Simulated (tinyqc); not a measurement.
Long-channel MOSFET, surface-potential model: one step of the calculation.

n-channel transistor on a uniformly doped p-type body, gradual-channel approximation, constant mobility, Boltzmann statistics, full ionisation. Potentials are counted from the neutral body; V is the electron quasi-Fermi potential, Vsb at the source and Vsb + Vds at the drain. Charges are magnitudes per area.

Question. Surface potential at the source by Newton steps. With V = Vsb: G = psi - Vt + Vt e, e = exp((psi - 2 phiF - Vsb)/Vt); f = Vgs + Vsb - Vfb - psi - gamma sqrt(G); f' = -1 - gamma (1 + e)/(2 sqrt(G)); psi(new) = psi - f/f'.

Parameters, values chosen for the exercise; material values close to those of silicon: temperature T = 300 K; flat-band voltage Vfb = -0.35 V; source-body reverse bias Vsb = 0 V; gate-source voltage Vgs = 0.91 V.

Constants: q = 1.602176634e-19 C, kB = 1.380649e-23 J/K, Vt = kB T/q. Results are converted to the units shown.

psi at the start (the smaller of 2 phiF + Vsb + 4 Vt and the root without inversion charge) = 0.84432700 V
phiF = 0.37045938 V
gamma = 0.12640171 V^0.5

Give: G; f; f'; psi after iteration 1.

Answer.

G = 2.2300 V
f = 0.22692 V
f' = -3.3531
psi after iteration 1 = 0.91200 V

Program tinyqc, `OMP_NUM_THREADS=1 python tinyqc.py 2360031 2360032 out.jsonl`; Intel Xeon 2.30GHz, shared host, one thread, about 0.03 s.
